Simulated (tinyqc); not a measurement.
Inside a calculation. Method: lattice vibrations of a chain. One step of it, computed by the program tinyqc.

Problem. Dynamical matrix at q = 0.22. q is in units of 2 pi/a. A spring k from atom i to atom j, n cells on, adds k to Phi_ii and Phi_jj, -k exp(2 pi i q n) to Phi_ij and the conjugate to Phi_ji (for one atom a cell: 2k (1 - cos 2 pi q n)); D_ij = Phi_ij / sqrt(m_i m_j).

A chain moving along its axis:
```
atom,mass (u),spring to the next atom (eV/angstrom^2)
1,110.800000,10.800000
2,5.500000,5.900000
second neighbours,-,2.500000
```

Give: D(q).

Solution.

D(q) (eV/(angstrom^2 u)):
```
,1,2
1,0.187,-0.482+0.235i
2,-0.482-0.235i,3.775
```
